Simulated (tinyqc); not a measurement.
Competing polymorphs of an oxide film: bulk, surface, grain-boundary, dopant and field terms: one step, computed by the program tinyqc. Command: `OMP_NUM_THREADS=1 python tinyqc.py 3020841 3020842 out.jsonl polymorph walk`. One thread of a shared host (Intel(R) Xeon(R) Processor @ 2.30GHz), about 0.01 s of CPU time with the checks.

Phases: monoclinic m (reference), polar orthorhombic o, tetragonal t. Free energies per formula unit (f.u.); 1 J/m^2 x angstrom^3/nm = 6.241509 meV.

Question. Free energies of the grain. Area per volume: A = 2/h + f_b/R (two free faces; the side wall 2/R is shared by two grains and carries f_b gamma); G = b + gamma Omega A.

Inputs (values chosen for the exercise, for a model oxide):

| quantity | value | unit |
|---|---|---|
| surface energy of m | 3.6 | J/m^2 |
| surface energy of o | 2.93 | J/m^2 |
| surface energy of t | 2.85 | J/m^2 |
| grain-boundary energy over surface energy | 0.62 | - |
| volume per formula unit Omega | 32.6 | angstrom^3 |
| film thickness h | 14 | nm |
| grain radius R | 12 | nm |
| temperature T | 300 | K |

Geometry: columnar grains in a film.

b (meV/f.u.): m 0.00, o 31.89, t 63.20

Give: area per volume A; G less G(m); G(o) - G(m); G(t) - G(o).

Answer.

area per volume A = 0.1945 1/nm

G less G(m) (meV/f.u.): m 0.00, o 5.37, t 33.51

G(o) - G(m) = 5.371 meV/f.u.

G(t) - G(o) = 28.14 meV/f.u.

The lowest phase is m, by 5.4 meV/f.u. over o, as in the bulk terms. Caution: this is an equilibrium ranking; real films often keep the phase that nucleates first on cooling from t.
